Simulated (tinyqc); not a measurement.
From results back to parameters: electrons shared among three sets of ellipsoidal valleys. Three cases, with inputs chosen for the exercise.

Problem. With Boltzmann statistics n(Gamma)/n(L) = R exp(-dE/kB T), where R = N_2/N_1 does not depend on T. Two ratios were computed from hidden R and dE.

Constants: kB = 8.617333262e-05 eV/K.

Case 1.

Values chosen (out of a larger set: masses and offsets near those of Ge; mobilities are free inputs, held fixed; not measured data): Ta = 300 K; Tb = 600 K.

ratio at Ta = 3.48454e-05
ratio at Tb = 0.000831159

Case 2.

Values chosen (out of a larger set: masses and offsets near those of Ge; mobilities are free inputs, held fixed; not measured data): Ta = 300 K; Tb = 500 K.

ratio at Ta = 3.77797e-05
ratio at Tb = 0.000463287

Case 3.

Values chosen (out of a larger set: masses and offsets near those of Ge; mobilities are free inputs, held fixed; not measured data): Ta = 300 K; Tb = 500 K.

ratio at Ta = 0.000116463
ratio at Tb = 0.000940479

Find: dE; R.

Solution. dE = kB ln(ratio_b/ratio_a)/(1/Ta - 1/Tb); then R = ratio_a exp(dE/kB Ta).

Case 1.

dE = 0.164 eV
R = 0.0198

Case 2.

dE = 0.162 eV
R = 0.0199

Case 3.

dE = 0.135 eV
R = 0.0216

Computed by tinyqc, one run a case: `OMP_NUM_THREADS=1 python tinyqc.py N N+1 out.jsonl` with N = 1651699, 1651988, 1652230; one thread of a shared Intel(R) Xeon(R) Processor @ 2.30GHz, about 0.02 s a run at most.
